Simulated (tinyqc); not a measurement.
Phase-change memory cell, resistance drift and retention: one step of the calculation.

The amorphous state follows Ra = R0 (t/t0)^nu exp[(q Ec/kB)(1/T - 1/(300 K))], with nu taken as independent of T. An intermediate level follows the logarithmic mixing rule ln R = (1 - fa) ln Rc + fa ln Ra with constant Rc. The time to lose the data by crystallisation is tr = tx exp[(q Ex/kB)(1/T - 1/Tx)]; 1 year = 3.15576e7 s. These are empirical laws.

Task. Resistances at the read. Ra and the intermediate level as above; its effective drift exponent is fa nu.

Parameters, values chosen for the exercise; values of the order found in chalcogenide phase-change cells: resistance of the amorphous state at t0 and 300 K R0 = 3.2 Mohm; reference time t0 = 1 s; drift exponent nu = 0.086; activation energy of conduction Ec = 0.22 eV; operating temperature T = 358 K; time of the read t = 86400 s; amorphous share of an intermediate level fa = 0.34; resistance of the crystalline state Rc = 7.5 kohm.

Constants: q = 1.602176634e-19 C, kB = 1.380649e-23 J/K. Results are converted to the units shown.

Find: drift factor; temperature factor; Ra; intermediate level; effective exponent.

Result.

drift factor = 2.658
temperature factor = 0.2519
Ra = 2.143 Mohm
intermediate level = 0.05129 Mohm
effective exponent = 0.02924

Program tinyqc, `OMP_NUM_THREADS=1 python tinyqc.py 2880061 2880062 out.jsonl`; Intel Xeon 2.30GHz, shared host, one thread, about 0.01 s.
